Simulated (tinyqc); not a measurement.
From results back to parameters: heavy doping: gap narrowing, degeneracy and the minority density. Four cases, with inputs chosen for the exercise.

Problem. Narrowing at two dopings was computed from hidden E0 and N0, with N0 below Na.

Empirical narrowing (Slotboom form, constants chosen for the exercise; published fits of this form give the apparent narrowing, here it is taken as the true one): dEg = E0 [ln(N/N0) + sqrt(ln(N/N0)^2 + C)].

Case 1.

Values chosen (out of a larger set: gap and densities of states near those of Si at this temperature; narrowing constants near the fits for Si; not measured data):
- C = 0.5 (smoothing constant)
- Na = 1e+18 1/cm^3
- Nb = 3e+19 1/cm^3

dEg(Na) = 36.3712 meV
dEg(Nb) = 88.4035 meV

Case 2.

Values chosen (out of a larger set: gap and densities of states near those of Si at this temperature; narrowing constants near the fits for Si; not measured data):
- C = 0.5 (smoothing constant)
- Na = 1.5e+18 1/cm^3
- Nb = 4.5e+19 1/cm^3

dEg(Na) = 28.9274 meV
dEg(Nb) = 70.3105 meV

Case 3.

Values chosen (out of a larger set: gap and densities of states near those of Si at this temperature; narrowing constants near the fits for Si; not measured data):
- C = 0.5 (smoothing constant)
- Na = 1.3e+18 1/cm^3
- Nb = 3.9e+19 1/cm^3

dEg(Na) = 33.3089 meV
dEg(Nb) = 80.9602 meV

Case 4.

Values chosen (out of a larger set: gap and densities of states near those of Si at this temperature; narrowing constants near the fits for Si; not measured data):
- C = 0.5 (smoothing constant)
- Na = 1.1e+18 1/cm^3
- Nb = 3.3e+19 1/cm^3

dEg(Na) = 32.1311 meV
dEg(Nb) = 78.0974 meV

Find: N0; E0.

Solution. The ratio dEg(Nb)/dEg(Na) depends on N0 alone and rises steadily with it; solve for ln N0 by bisection, then E0 from either value.

Case 1.

N0 = 1.0e+17 1/cm^3
E0 = 7.72 meV

Case 2.

N0 = 1.5e+17 1/cm^3
E0 = 6.14 meV

Case 3.

N0 = 1.3e+17 1/cm^3
E0 = 7.07 meV

Case 4.

N0 = 1.1e+17 1/cm^3
E0 = 6.82 meV

Computed by tinyqc, one run a case: `OMP_NUM_THREADS=1 python tinyqc.py N N+1 out.jsonl` with N = 1651911, 1652016, 1652033, 1652052; one thread of a shared Intel(R) Xeon(R) Processor @ 2.30GHz, about 0.02 s a run at most.
